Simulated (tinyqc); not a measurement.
# Inversion-layer mobility, back-scattering and ballistic limit of a field-effect transistor, step by step

A worked calculation. Computed by tinyqc, a small Python program that keeps every step. Command: `OMP_NUM_THREADS=1 python tinyqc.py 3026207 3026208 out.jsonl mos walk`. One thread of a shared host (Intel(R) Xeon(R) Processor @ 2.30GHz), about 0.01 s of CPU time with the checks. Intermediate numbers are printed to about 5 digits and carried at full precision; extremes and crossings named in words are read from the listed rows.

The charge at the top of the source barrier is fixed by the gate; series resistance and short-channel effects are left out. F_j are Fermi integrals normalised to exp(eta) in the classical limit.

Inputs (values chosen for the exercise, modelled on a germanium p-channel):

| quantity | value | unit |
|---|---|---|
| transport mass m | 0.2 | m_0 |
| valley degeneracy g_v | 1 | - |
| weight w of the inversion charge | 0.333 | - |
| permittivity eps | 16 | - |
| phonon mobility at 1 MV/cm and 300 K, mu_ph | 280 | cm^2/(V s) |
| roughness mobility at 1 MV/cm, mu_sr | 320 | cm^2/(V s) |
| Coulomb mobility at N_inv = 1e12/cm^2, mu_C | 320 | cm^2/(V s) |
| electrical oxide thickness t_inv | 2.5 | nm |
| depletion charge N_dep | 1.9e+12 | 1/cm^2 |
| gate overdrive V_G - V_T | 0.12 | V |
| drain voltage V_D | 0.51 | V |
| channel length L | 12 | nm |
| exponent a of the critical length | 0.69 | - |
| temperature T | 300 | K |

Statistics at the top of the barrier: non-degenerate.

Constants: eps_0 = 8.8541878128e-12 F/m; e = 1.602176634e-19 C; m_0 = 9.1093837015e-31 kg; k_B = 1.380649e-23 J/K; hbar = 1.054571817e-34 J s; k_B = 8.617333262e-05 eV/K.

## Charge and field

N_inv = 3.9 eps_0 (V_G - V_T)/(e t_inv); effective field E_eff = e (N_dep + w N_inv)/(eps eps_0).

inversion density N_inv = 1.0345e+12 1/cm^2

effective field E_eff = 0.25384 MV/cm

## Effective mobility

mu_phonon = mu_ph (E_eff/1 MV/cm)^(-0.3) (T/300 K)^(-1.75); mu_rough = mu_sr (E_eff/1 MV/cm)^(-2); mu_Coulomb = mu_C (N_inv/1e12 cm^-2) (T/300 K); Matthiessen's rule adds 1/mu.

phonon part = 422.46 cm^2/(V s)

roughness part = 4966.2 cm^2/(V s)

Coulomb part = 331.05 cm^2/(V s)

effective mobility mu = 178.92 cm^2/(V s)

The Coulomb part is the lowest and holds 54 % of 1/mu.

## Ballistic limit

Non-degenerate: every F_j(eta) is replaced by exp(eta). Ballistic channel: N_2D = g_v m k_B T/(pi hbar^2), U = e V_D/(k_B T); eta_F solves N_inv = (N_2D/2)[F_0(eta_F) + F_0(eta_F - U)]; v_T = sqrt(2 k_B T/(pi m)); I/W = e (N_2D/2) v_T [F_1/2(eta_F) - F_1/2(eta_F - U)]; injection velocity v_T F_1/2(eta_F)/F_0(eta_F).

N_2D = 2.1598e+12 1/cm^2

eta_F = -0.042937

thermal velocity v_T = 1.2030 1e7 cm/s

injection velocity = 1.2030 1e7 cm/s

ballistic current I/W = 199.41 microampere/micrometre

Caution: eta_F is above -1, so the non-degenerate formulas understate the injection velocity and the current.

## Back-scattering

Mean free path lambda = (2 k_B T/e)(mu/v_T) F_0(eta_0)/F_-1/2(eta_0), with eta_0 from N_inv = N_2D F_0(eta_0); critical length l = L (1 + U)^(-a), an empirical rule; back-scattering r = l/(l + lambda). Then eta solves N_inv = (N_2D/2)[(1 + r) F_0(eta) + (1 - r) F_0(eta - U)] and I/W = e (N_2D/2) v_T (1 - r)[F_1/2(eta) - F_1/2(eta - U)]. Ballistic ratio: I over the ballistic current. Apparent mobility 1/(1/mu + 1/mu_B), mu_B = mu L/lambda.

eta_0 = -0.73608

mean free path lambda = 7.6895 nm

critical length l = 1.4817 nm

back-scattering coefficient r = 0.16156

current I/W = 143.94 microampere/micrometre

ballistic ratio = 0.72182

apparent low-field mobility = 109.04 cm^2/(V s)

L/lambda = 1.56, but at this drain voltage only the first 1.48 nm can return a carrier to the source, so the device works at 72 % of its ballistic limit.

## Channel length

The last column is the long-channel law e N_inv mu V/L with V = V_D - V_D^2/(2 V_ov) below pinch-off and V_ov/2 above, V_ov = V_G - V_T.

Currents (microampere/micrometre):

| L (nm) | r | I/W | ballistic ratio | long-channel law |
|---|---|---|---|---|
| 5 | 0.07432 | 171.82 | 0.86164 | 355.87 |
| 10 | 0.13836 | 150.93 | 0.75691 | 177.94 |
| 20 | 0.24309 | 121.42 | 0.60890 | 88.97 |
| 40 | 0.39110 | 87.28 | 0.43771 | 44.48 |
| 80 | 0.56229 | 55.87 | 0.28017 | 22.24 |
| 160 | 0.71983 | 32.48 | 0.16291 | 11.12 |
| 400 | 0.86528 | 14.40 | 0.07222 | 4.45 |
| 1000 | 0.94138 | 6.02 | 0.03020 | 1.78 |

The current scales as L^-0.95 at the long end and as L^-0.19 at the short end, where it reaches 86 % of the ballistic 199. The long-channel law passes the ballistic limit between 5.00 and 10.0 nm and has no meaning below. At 1000 nm the model gives 3.38 times the long-channel law; the rule for l is a fit for short devices and fails wherever the model exceeds that law. Raising mu by 10 % at 20 nm raises I by 3.7 %.

## The mobility curve

The formulas are those given above.

Mobilities (cm^2/(V s)):

| V_G - V_T (V) | N_inv (1/cm^2) | E_eff (MV/cm) | phonon | roughness | Coulomb | total |
|---|---|---|---|---|---|---|
| 0.03 | 2.5863e+11 | 0.22462 | 438.25 | 6342.4 | 82.8 | 68.86 |
| 0.06 | 5.1727e+11 | 0.23436 | 432.71 | 5826.2 | 165.5 | 117.32 |
| 0.12 | 1.0345e+12 | 0.25384 | 422.46 | 4966.2 | 331.1 | 178.92 |
| 0.20 | 1.7242e+12 | 0.27981 | 410.30 | 4087.0 | 551.8 | 222.50 |
| 0.35 | 3.0174e+12 | 0.32852 | 391.01 | 2965.1 | 965.6 | 254.43 |
| 0.50 | 4.3106e+12 | 0.37722 | 375.13 | 2248.9 | 1379.4 | 260.73 |
| 0.75 | 6.4658e+12 | 0.45839 | 353.83 | 1523.0 | 2069.1 | 252.13 |
| 1.00 | 8.6211e+12 | 0.53955 | 336.94 | 1099.2 | 2758.8 | 235.84 |
| 1.50 | 1.2932e+13 | 0.70189 | 311.37 | 649.5 | 4138.1 | 200.29 |

The lowest part is Coulomb from 0.0300 to 0.120, phonon from 0.200 to 1.50 V. The total peaks at 261 near E_eff = 0.38 MV/cm: screening lifts it at low density and the field presses it down at high density.

Checks made by the program: long channel and small V_D against the drift formula e N mu V_D/L (relative difference 7e-05).
